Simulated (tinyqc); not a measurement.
Convergence with the mesh in the empty well.

In an empty well of width L and depth Vb, level k solves kw L/2 = (k - 1) pi/2 + arctan(sqrt((mw/mb)(Vb - E)/E)) with kw = sqrt(mw E/C), C = hbar^2/(2 m0). Mesh: N intervals across the well, hz = L/N, nodes at (i + 1/2) hz from an edge, mass (mw + mb)/2 on the interval that holds an interface, walls 3 L outside the edges; H_ii = C (1/m_(i-1/2) + 1/m_(i+1/2))/hz^2 + V_i, H_(i,i+1) = -C/(m_(i+1/2) hz^2). No field, no charge.

Parameters, values chosen for the exercise; material values close to those of GaAs in InGaP:

| symbol | value | unit | meaning |
|---|---|---|---|
| mw | 0.0651 | m0 | mass along z in the well |
| mb | 0.091 | m0 | mass along z in the barriers |
| Vb | 0.149 | eV | barrier height |
| L | 9.1 | nm | well width |

Constants: q = 1.602176634e-19 C, hbar = 1.054571817e-34 J s, m0 = 9.1093837015e-31 kg, hbar^2/(2 m0) = 0.0380998212 eV nm^2. Results are converted to the units shown.

The same in every row: exact E1 (meV) = 30.19.

Convergence with the mesh in the empty well:

| N | E1 on the mesh (meV) | error (%) |
|---|---|---|
| 4 | 26.70 | -11.6 |
| 8 | 29.21 | -3.24 |
| 16 | 29.94 | -0.834 |
| 32 | 30.12 | -0.210 |
| 64 | 30.17 | -0.0527 |
| 128 | 30.18 | -0.0132 |

What does the table show?

The error goes from -12 % to -0.013 %; between N = 32 and 64 it shrinks by a factor of 4.0, the 4 of a second-order scheme.

Numbers from tinyqc (`OMP_NUM_THREADS=1 python tinyqc.py 2140030 2140031 out.jsonl`; about 0.1 s on one thread of a shared Intel Xeon 2.30GHz).
